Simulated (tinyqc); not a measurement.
Front-illuminated p-i-n photodiode, quantum efficiency and bandwidth: two steps of the calculation.

Light enters through a p layer (0 to xp), a depleted layer (xp to xp + wi) and a thick n substrate, decaying as exp(-al x); one pass, no back reflection. Carriers made in the depleted layer are all collected; those in the neutral layers diffuse.

Values chosen for this exercise; values close to those of silicon at this wavelength: wavelength lam = 850 nm; absorption coefficient al = 521 1/cm; reflectance of the front face Rf = 0.05; relative permittivity eps_r = 11.4; thickness of the front p layer xp = 0.7 um; thickness of the depleted layer wi = 56 um; electron diffusion coefficient in the p layer Dn = 14 cm^2/s; electron diffusion length in the p layer Ln = 2.9 um; recombination velocity of the front surface S = 6e5 cm/s; hole diffusion length in the thick n substrate Lp = 0.69 um; electron drift velocity ve = 9.95e6 cm/s; hole drift velocity vh = 6.67e6 cm/s; diameter dia = 400 um; load resistance RL = 50 ohm; parasitic capacitance Cp = 60 fF; modulation frequency f = 0.32 GHz.

Constants: q = 1.602176634e-19 C, h = 6.62607015e-34 J s, c = 299792458 m/s, eps0 = 8.8541878128e-14 F/cm where lengths are in cm. Results are converted to the units shown.

Problem 1. Quantum efficiency. k = al Ln, s = S Ln/Dn, e = exp(-al xp); front layer f1 = (k/(k^2 - 1)) {[s + k - e (s cosh(xp/Ln) + sinh(xp/Ln))]/[s sinh(xp/Ln) + cosh(xp/Ln)] - k e}; depleted layer f2 = e (1 - exp(-al wi)); substrate f3 = e exp(-al wi) al Lp/(1 + al Lp); external efficiency (1 - Rf)(f1 + f2 + f3); responsivity = efficiency q lam/(h c).

Give: s; f1; f2; f3; external efficiency; responsivity.

Solution 1.

s = 12.429
f1 = 0.022129
f2 = 0.91206
f3 = 0.0018089
external efficiency = 0.88920
responsivity = 0.60961 A/W

The front layer absorbs 3.58 % of the light that enters and collects 61.8 % of that. Diffusion from the neutral layers makes up 2.56 % of the current.

Problem 2. Response at one frequency. Drift response for pairs made in the depleted layer, a = al wi, g = 1 - exp(-a), u = 2 pi i f, te = wi/ve, th = wi/vh: electrons He = [g - a (exp(-a) - exp(-u te))/(u te - a)]/(u te g), holes Hh = [g - a (1 - exp(-a - u th))/(a + u th)]/(u th g); C = eps0 eps_r pi (dia/2)^2/wi + Cp; total |He + Hh|/sqrt(1 + (2 pi f RL C)^2), for the current of the depleted layer alone.

Wanted: te; th; He; Hh; |He + Hh|; C; total response.

Solution 2.

te = 562.8 ps
th = 839.6 ps
He = 0.6181-0.2972i
Hh = 0.2480-0.1057i
|He + Hh| = 0.9552
C = 286.5 fF
total response = 0.9548

The drift response alone falls to 1/sqrt(2) at 0.872 GHz and the RC term alone at 11.1 GHz; together they give 0.868 GHz for this part of the current; the diffusion currents, left out, respond on their own time scales.

Program tinyqc, `OMP_NUM_THREADS=1 python tinyqc.py 2250123 2250124 out.jsonl`; Intel Xeon 2.30GHz, shared host, one thread, about 0.01 s.
